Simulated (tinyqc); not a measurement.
# Decay of LO phonons and the hot-phonon bottleneck in the cooling of electrons, step by step

A worked calculation. Computed by tinyqc, a small Python program that keeps every step. Command: `OMP_NUM_THREADS=1 python tinyqc.py 3002103 3002104 out.jsonl hotphonon walk`. One thread of a shared host (Intel(R) Xeon(R) Processor @ 2.30GHz), about 0.01 s of CPU time with the checks. Intermediate numbers are printed to about 6 digits and carried at full precision; extremes and crossings named in words are read from the listed rows.

n(E, T) = 1/(exp(E/(k_B T)) - 1) is the Bose occupation. Electrons have a temperature T_e; the LO modes within their reach share one occupation N; the decay products stay at the lattice temperature.

Inputs (values chosen for the exercise, modelled on silicon carbide):
```
quantity,value,unit
LO energy hbar omega,119,meV
"lifetime at T = 0, tau_0",4.4,ps
share f of the energy in the softer product,0.4,-
lattice temperature T,150,K
electron mass m*,0.358,m_0
eps_inf,6.53,-
static dielectric constant eps_s,9.82,-
electron density n,2.6e+17,1/cm^3
"density of LO modes that the electrons reach, N_m",3.8e+18,1/cm^3
power supplied per electron P,11,nW
step factor,0.6,-
```

Decay channel: two unequal phonons (Ridley).

Constants: k_B = 8.617333262e-05 eV/K; c = 299792458 m/s; e^2/(4 pi eps_0) = 14.39964548 eV angstrom; hbar^2/(2 m_0) = 3.80998212 eV angstrom^2; hbar = 6.582119569e-16 eV s; e = 1.602176634e-19 C; k_B = 1.380649e-23 J/K.

## Lifetime and Raman width

Decay rate 1/tau = (1/tau_0) [1 + n(f hbar omega) + n((1 - f) hbar omega)]. Full width Gamma = 1/(2 pi c tau) in 1/cm, c in cm/s.

thermal factor tau_0/tau = 1.02982

phonon lifetime tau = 4.27261 ps

Raman width Gamma = 1.24253 1/cm

equilibrium LO occupation N_0 = 1.00420e-04

Spontaneous decay rules: the products are hardly occupied.

## Spontaneous emission time

Froehlich coupling alpha = (e^2/(4 pi eps_0)) (1/eps_inf - 1/eps_s) k_0/(2 hbar omega), k_0 = sqrt(m* hbar omega/(hbar^2/(2 m_0))); emission time tau_sp = hbar/(2 alpha hbar omega); bottleneck ratio r = (n/N_m) tau/tau_sp.

alpha = 0.328246

emission time tau_sp = 8.42537 fs

bottleneck ratio r = 34.6971

r compares the rate at which electrons exchange quanta with a mode to its decay rate. Exchange outruns decay, so a hot population builds up if the power is high enough.

## Electron and phonon temperatures in closed form

Net emission per electron: [(N + 1) x - N]/tau_sp with x = exp(-hbar omega/(k_B T_e)), a simple two-level balance; steady state of the modes: n [(N + 1) x - N]/tau_sp = N_m (N - N_0)/tau; power per electron P = hbar omega [(N + 1) x - N]/tau_sp. With p = P tau_sp/(hbar omega): N = N_0 + r p and x = (p + N)/(N + 1); without hot phonons N = N_0. The mode temperature T_LO solves n(hbar omega, T_LO) = N.

reduced power p = 0.00486099

LO occupation N = 0.168763

electron temperature T_e = 724.213 K

T_e without hot phonons = 260.251 K

mode temperature T_LO = 713.586 K

Hot phonons raise T_e by 464 K. T_LO lies close to T_e: electrons and LO modes form one hot system, cooled only by the decay.

## The same balance by iteration

Eliminating N gives P(T_e) = (hbar omega/tau_sp) [(N_0 + 1) x - N_0]/[1 + r (1 - x)]. Newton steps on ln P against ln T_e, times the step factor, each limited to 0.7 in ln T_e and to keeping a fifth of T_e - T; start at 1.5 T; stop when |ln(P/P(T_e))| < 1e-9 or after 40 steps.

Iterations:
```
step,T_e (K),P(T_e) (nW),ln(P/P(T_e))
0,225.000,0.1309,4.43145e+00
1,339.799,1.1012,2.30146e+00
2,473.686,3.6197,1.11151e+00
3,588.087,6.6703,5.00229e-01
4,660.311,8.8923,2.12711e-01
5,696.712,10.0786,8.74825e-02
6,712.866,10.6173,3.54070e-02
7,719.616,10.8446,1.42312e-02
8,722.365,10.9374,5.70356e-03
...,...,...,...
17,724.213,11.0000,1.49710e-06
18,724.213,11.0000,5.98841e-07
19,724.213,11.0000,2.39537e-07
20,724.213,11.0000,9.58146e-08
21,724.213,11.0000,3.83258e-08
22,724.213,11.0000,1.53303e-08
23,724.213,11.0000,6.13214e-09
24,724.213,11.0000,2.45285e-09
25,724.213,11.0000,9.81142e-10
```

converged (1 yes, 0 no) = 1

T_e from the iteration = 724.213 K

Converged at step 25.

## Energy relaxation with and without hot phonons

P(T_e) = (hbar omega/tau_sp) [(N_0 + 1) x - N_0]/[1 + r (1 - x)], and r = 0 without hot phonons; energy relaxation time tau_E = (3/2) k_B (T_e - T)/P.

Cooling:
```
T_e (K),"P, cold phonons (nW)","P, hot phonons (nW)",ratio,tau_E (ps),N
180,0.826802,0.0231721,35.6810,26.8121,4.55716e-04
230,5.35970,0.150505,35.6115,11.0081,0.00240810
300,22.4505,0.635102,35.3494,4.89128,0.00983840
450,104.962,3.07946,34.0844,2.01753,0.0473176
650,270.196,8.56376,31.5512,1.20915,0.131408
950,528.721,19.1652,27.5876,0.864474,0.293959
1450,872.950,39.1280,22.3101,0.688066,0.600048
2150,1190.37,68.2414,17.4436,0.606955,1.04644
```

Reabsorption cuts the loss by a factor 35.7 at the lowest T_e and 17.4 at the highest; the factor is 1 + r (1 - x) with r = 34.7. tau_E runs from 27 to 0.61 ps, with its shortest value, 0.61 ps, at T_e = 2150 K, against tau_sp = 8.4 fs and a phonon lifetime of 4.3 ps. For r (1 - x) much above 1 the loss tends to hbar omega (N_m/n)(n(hbar omega, T_e) - N_0)/tau, in which tau_sp no longer appears. Pauli blocking is left out, as are upper valleys and non-parabolic bands, which can matter above about 1000 K.

Checks made by the program: iteration against the closed form (relative difference 4e-10).
